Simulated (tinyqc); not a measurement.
Comparisons within one model: Peierls distortion of a half-filled chain. A value that a table varies takes the place of the one given here.

Atoms move by +/- u, so bonds change by -/+ 2u and hoppings are t +/- 2 al u. Bands E = -/+ sqrt((2 t cos x)^2 + D^2 sin^2 x) with D = 4 al u, x = k a in (0, pi/2); the gap is 2D. Energy per atom at zero temperature: E(u) = -mean_x sqrt(...) + 2 K u^2; exactly, the mean is (4t/pi) E(1 - z^2), z = D/2t, E the complete elliptic integral of the second kind with parameter m. Coupling lambda = 2 al^2/(pi t K).

Constants: kB = 8.617333262e-05 eV/K.

Parameters, chosen for this exercise:
```
symbol  value  unit           meaning
t       2.59   eV             hopping of the even chain
al      5.2    eV/angstrom    change of hopping with bond length
K       34.2   eV/angstrom^2  spring constant of a bond
```

## Energy against distortion

Exact means; both parts are counted from u = 0.

Energies per atom:
```
u (angstrom)  gap (eV)  electrons (meV)  springs (meV)  total (meV)
0.0029           0.121            -1.19           0.58        -0.62
0.0071           0.295            -5.96           3.45        -2.51
0.0143           0.595           -20.37          13.99        -6.39
0.0214           0.890           -40.76          31.32        -9.44
0.0286           1.190           -66.60          55.95       -10.66
0.0357           1.485           -96.44          87.18        -9.27
0.0429           1.785          -130.56         125.88        -4.68
0.0500           2.080          -167.58         171.00         3.42
0.0629           2.617          -242.35         270.62        28.27
```

What does this show, and why?

The ratio of electronic gain to elastic cost is 2.08 in the first row and 0.90 in the last: the gain goes as u^2 ln(1/u), so it wins at small u for any K. The total is lowest at u = 0.0286 angstrom and turns positive between 0.0429 and 0.0500.

## Gap against coupling

K is set by lambda; 4000 points.

Results:
```
lambda  K (eV/angstrom^2)  u0 (angstrom)  gap (eV)  16 t exp(-1 - 1/(2 lambda)) (eV)
0.10                 66.5         0.0025     0.103                             0.103
0.13                 51.1         0.0078     0.327                             0.326
0.16                 41.5         0.0162     0.676                             0.670
0.20                 33.2         0.0308     1.283                             1.251
0.25                 26.6         0.0524     2.182                             2.063
0.30                 22.2         0.0761     3.166                             2.879
0.40                 16.6         0.1262     5.252                             4.368
0.50                 13.3         0.1779     7.399                             5.608
```

How do the results move?

Doubling lambda from 0.1 to 0.2 multiplies the gap by 12.5 and from 0.2 to 0.4 by 4.1. The exponential form is within 2.5 % at 0.2 and 24 % at 0.5.

## A coarse mesh hides or distorts the instability

u0 from the gap equation K = 4 al^2 mean(sin^2 x/|E|) on the mesh x_j = (j + 1/2) pi/(2N); 0 where it has no root.

Results:
```
N     u0 (angstrom)  gap (eV)  smallest |E| at u = 0 (eV)
1            0.0000     0.000                       3.663
2            0.0000     0.000                       1.982
3            0.0000     0.000                       1.341
4            0.0057     0.239                       1.011
6            0.0249     1.038                       0.676
8            0.0275     1.145                       0.508
12           0.0285     1.184                       0.339
20           0.0286     1.190                       0.203
40           0.0286     1.190                       0.102
4000         0.0286     1.190                       0.001
```

How do the results move?

For N = 1, 2 and 3 no distortion is found: the mesh leaves its own gap at u = 0, which cuts off the logarithm. u0 is within 1 % of the last row from N = 12 on; the mesh must resolve D = 0.595 eV, and the coherence length xi/a = 2t/D is 8.7.

## Closing of the gap with temperature

The gap equation gains the factor tanh(|E|/2kT); 4000 points; Tp is where its root reaches zero.

Results:
```
T/Tp  T (K)  u (angstrom)   u/u0
0.20    768        0.0286  1.000
0.40   1536        0.0282  0.986
0.60   2304        0.0260  0.910
0.70   2688        0.0238  0.832
0.80   3072        0.0204  0.715
0.90   3456        0.0152  0.530
0.95   3648        0.0110  0.383
0.99   3802        0.0050  0.174
```

Tp = 3840 K

How do the results move?

D(0)/(kB Tp) = 1.797, against 1.764 at weak coupling. u/u0 is 0.910 at 0.6 Tp and 0.530 at 0.9 Tp, and near Tp it goes as sqrt(1 - T/Tp): 2.20 between the last two rows against sqrt(5) = 2.24. In a single chain fluctuations forbid this transition; coupling between chains sets the real one, far lower.

## What moves the distortion

Exact means. Each row changes one parameter from the base and keeps the others.

Results:
```
case                     lambda  u0 (angstrom)  gap (eV)  E(u0) - E(0) (meV)
base                     0.1943         0.0286     1.190              -10.66
t = 2.72 eV              0.1851         0.0263     1.093               -8.60
al = 5.46 eV/angstrom    0.2143         0.0350     1.527              -17.40
K = 35.91 eV/angstrom^2  0.1851         0.0250     1.042               -8.20
```

What can be read from the table?

The largest shifts from the base row, up to three for each result and ties (the steps differ in size, so this ranks the rows, not the parameters). lambda: al +0.0199, t -0.0093, K -0.0093. u0 (angstrom): al +0.0064, K -0.0036, t -0.0023. gap (eV): al +0.337, K -0.148, t -0.096. E(u0) - E(0) (meV): al -6.74, K +2.46, t +2.05.

tinyqc: `OMP_NUM_THREADS=1 python tinyqc.py 1650451 1650452 out.jsonl`; about 0.09 s, one thread, shared Intel(R) Xeon(R) Processor @ 2.30GHz.
